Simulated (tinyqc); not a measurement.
Raising U: Hubbard chain of 6 sites, mean field against exact. Computed by the program tinyqc. 

one-body matrix (hopping and site energies) (eV):
```
         1        2        3        4        5        6
1   0.1900  -1.6400   0.0000   0.0000   0.0000   0.0000
2  -1.6400   0.2600  -1.6400   0.0000   0.0000   0.0000
3   0.0000  -1.6400  -0.0100  -1.6400   0.0000   0.0000
4   0.0000   0.0000  -1.6400   0.0500  -1.6400   0.0000
5   0.0000   0.0000   0.0000  -1.6400  -0.2600  -1.6400
6   0.0000   0.0000   0.0000   0.0000  -1.6400   0.2000
```

electrons, up and down: 3  2

Collinear unrestricted mean field (the lowest of 40 random starts) against exact diagonalisation.

Exact and mean-field results (eV):
```
U            U/t    E exact  E mean field  mean |n_up - n_down|  double occupancy, exact  first gap in the sector
0.8200    0.5000  -9.652426     -9.615726                0.1667                   0.1521                   1.3209
1.6400    1.0000  -8.945344     -8.799813                0.1667                   0.1354                   1.2539
3.2800    2.0000  -7.767390     -7.223568                0.2431                   0.1048                   1.0989
4.9200    3.0000  -6.864759     -5.853957                0.4017                   0.0797                   0.9500
6.5600    4.0000  -6.179660     -4.873682                0.5756                   0.0605                   0.8218
9.8400    6.0000  -5.252922     -3.779418                0.6883                   0.0362                   0.6301
13.1200   8.0000  -4.679927     -3.305939                0.7985                   0.0233                   0.5029
19.6800  12.0000  -4.032636     -2.894564                0.8182                   0.0115                   0.3530
32.8000  20.0000  -3.468486     -2.577765                0.8296                   0.0044                   0.2183
```

In absolute terms mean field is worst at U/t = 6.0, 1.474 eV too high: at small U it is nearly exact, and at large U it still misses the motion of the hole through a fluctuating spin background. Relative to the exact energy its error is 0.4 % at the smallest U, 29 % at most and 26 % at the largest. The double occupancy falls from 0.152 to 0.004.
